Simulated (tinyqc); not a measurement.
Linear model of a band gap against the share of exact exchange: sweeps and comparisons. A value that a table varies takes the place of the one given here.

E(alpha) = E0 + S alpha. A wider gap screens less, modelled in the Penn form eps(alpha) = 1 + (e0 - 1)(EP/(EP + S alpha))^2 with a scale EP chosen for the exercise. A dielectric-dependent hybrid takes alpha = 1/eps.

Values chosen for the exercise (of the order of those of diamond; not measured data):
```
symbol  value  unit  meaning
E0      4.26   eV    gap of the semi-local functional
S       7.8    eV    slope dE/d(alpha)
e0      6.04         optical dielectric constant at alpha = 0
EP      27.4   eV    energy scale of the screening
Et      5.57   eV    target gap
```

## Sweep of alpha

Also the exciton scale relative to alpha = 0, (m/m(0))(eps(0)/eps)^2, with a mass proportional to E + D, D = E0/2 + 0.3 eV, a k.p rule for direct gaps only.

Results:
```
alpha,E (eV),eps,alpha eps,exciton scale
0.00,4.260,6.040,0.000,1.00
0.05,4.650,5.900,0.295,1.11
0.10,5.040,5.765,0.576,1.23
0.15,5.430,5.636,0.845,1.35
0.20,5.820,5.512,1.102,1.48
0.25,6.210,5.393,1.348,1.62
0.35,6.990,5.168,1.809,1.92
0.50,8.160,4.862,2.431,2.44
```

alpha eps reaches 1 between alpha = 0.15 and 0.2 (fixed point 0.180), and the target gap is met between 0.15 and 0.2. At the fixed point the gap is 5.66 eV, +0.09 eV from the target. From 0 to 0.25 the gap grows by 1.95 eV while eps falls by 11 %; the exciton scale, which takes both, grows by a factor of 1.62 (formal for an indirect gap).

## What each parameter does

Fixed point alpha = 1/eps(alpha), gap and eps there. Each row changes one parameter from the base and keeps the others.

Results:
```
case,alpha,E (eV),eps
base,0.1798,5.663,5.561
E0 = 3.834 eV,0.1798,5.237,5.561
S = 8.58 eV,0.1814,5.816,5.513
e0 = 5.436,0.2013,5.830,4.968
EP = 24.66 eV,0.1816,5.676,5.507
```

The largest shifts from the base row, up to three for each result and ties (the steps differ in size, so this ranks the rows, not the parameters). alpha: e0 +0.0215, EP +0.0018, S +0.0016; unchanged at the printed digits by E0. E (eV): E0 -0.426, e0 +0.167, S +0.154. eps: e0 -0.593, EP -0.054, S -0.048; unchanged at the printed digits by E0.

tinyqc: `OMP_NUM_THREADS=1 python tinyqc.py 1851062 1851063 out.jsonl`; about 0.01 s, one thread, shared Intel(R) Xeon(R) Processor @ 2.30GHz.
